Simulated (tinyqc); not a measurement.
Which pair of peaks is best: composition and strain of an epitaxial Si(1-x)Ge(x) layer from Raman and X-ray peaks. Computed by tinyqc, a small Python program. Command: `OMP_NUM_THREADS=1 python tinyqc.py 3007599 3007600 out.jsonl epiraman walk`. One thread of a shared host (Intel(R) Xeon(R) Processor @ 2.30GHz), about 0.01 s of CPU time with the checks.

A (001) layer, biaxially strained in the plane. The Raman peaks follow empirical lines omega = w0 + c1 x + c3 x^3 + b eps (c3 for Si-Ge alone), with eps the in-plane strain.

Inputs (values chosen for the exercise, modelled on silicon-germanium): Ge fraction x = 0.57; Si-Si: c1 = -67.5 1/cm; Si-Si: strain coefficient b = -726 1/cm; Si-Ge: c1 = 25.4 1/cm; Si-Ge: c3 = -33.3 1/cm; Si-Ge: strain coefficient b = -532 1/cm; Ge-Ge: c1 = 20.3 1/cm; Ge-Ge: strain coefficient b = -428 1/cm; uncertainty of a Raman peak = 0.3 1/cm.

Substrate: silicon.

Method. For each pair invert J = [d omega/dx, d omega/d eps] at the true x. Independent errors of the given size in both peaks give sigma_x and sigma_eps = uncertainty x (norm of the rows of the inverse of J).

Error propagation:
```
pair               det J    sigma_x  sigma_eps (per mille)
Si-Si and Si-Ge   30.786  0.0087707                0.66135
Si-Si and Ge-Ge  43.6278  0.0057952                0.48469
Si-Ge and Ge-Ge   13.820   0.014822                0.46653
```

The pair Si-Si and Ge-Ge fixes x best (sigma_x = 0.0058) and Si-Ge and Ge-Ge worst (0.015), a factor 2.6. Strain moves all peaks the same way, so a good pair needs different ratios of composition slope to strain coefficient, best of opposite sign; the slopes here are -67.5, -7.1 and 20.3 per cm for Si-Si, Si-Ge and Ge-Ge. Errors in the coefficients themselves are not counted.

Extremes, crossings and ranges named in words are read from the listed rows.
